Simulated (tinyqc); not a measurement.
## Ideality, saturation current and resistance from three points

Question. Well above the saturation current a diode obeys V = n Vt ln(I/I0) + I Rs. Find n, Rs and I0.

Parameters, values chosen for the exercise:
- T = 300 K (temperature)

Constants: q = 1.602176634e-19 C, kB = 1.380649e-23 J/K, Vt = kB T/q. Results are converted to the units shown.

currents (A): 1e-6  0.0005  0.03
voltages (V): 0.83926750  1.1257214  1.3424491

Solution. V is linear in the three unknowns n Vt, Rs and -n Vt ln I0, so three points give a linear system.

n = 1.78
Rs = 0.960 ohm
I0 = 1.20e-14 A

Program tinyqc, `OMP_NUM_THREADS=1 python tinyqc.py 2260004 2260005 out.jsonl`; Intel Xeon 2.30GHz, shared host, one thread, about 0.01 s.
